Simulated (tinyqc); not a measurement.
Trap-assisted generation and recombination current of an abrupt junction: one step, computed by the program tinyqc. Command: `OMP_NUM_THREADS=1 python tinyqc.py 3001184 3001185 out.jsonl junctionleak walk`. One thread of a shared host (Intel(R) Xeon(R) Processor @ 2.30GHz), about 0.01 s of CPU time with the checks.

Depletion approximation, flat quasi-Fermi levels across the depleted layer, long neutral regions with minority lifetimes tau_n and tau_p, full ionisation and Boltzmann statistics. Voltages in exponents stand for e V.

Task: Built-in voltage and diffusion current. N_c = 2 M_c (2 pi m_e k_B T/h^2)^(3/2) and N_v = 2 (2 pi m_h k_B T/h^2)^(3/2), masses in units of m_0. n_i = sqrt(N_c N_v) exp(-E_g/2 k_B T); V_bi = (k_B T/e) ln(N_A N_D/n_i^2); diffusion saturation current J_d0 = e n_i^2 [sqrt(D_n/tau_n)/N_A + sqrt(D_p/tau_p)/N_D].

Inputs (values chosen for the exercise, for a model semiconductor):
```
quantity,value,unit
gap E_g,1.54,eV
electron mass m_e,0.0556,m_0
valleys M_c,1,-
hole mass m_h,0.446,m_0
acceptor density N_A,6.3e+15,cm^-3
donor density N_D,1.3e+17,cm^-3
capture time tau_n,7.4e-07,s
capture time tau_p,1.9e-06,s
electron diffusion coefficient D_n,74,cm^2/s
hole diffusion coefficient D_p,4.2,cm^2/s
temperature T,300,K
```

Field enhancement: none.

Constants: k_B = 8.617333262e-05 eV/K; m_0 = 9.1093837015e-31 kg; k_B = 1.380649e-23 J/K; h = 6.62607015e-34 J s; e = 1.602176634e-19 C.

Give: k_B T; n_i; V_bi; J_d0.

Result:

k_B T = 0.02585 eV

n_i = 1.819e+05 cm^-3

V_bi = 1.333 V

J_d0 = 8.480e-21 A/cm^2

Caution: one side is doped near or above its effective density of states, so Boltzmann statistics understate V_bi.
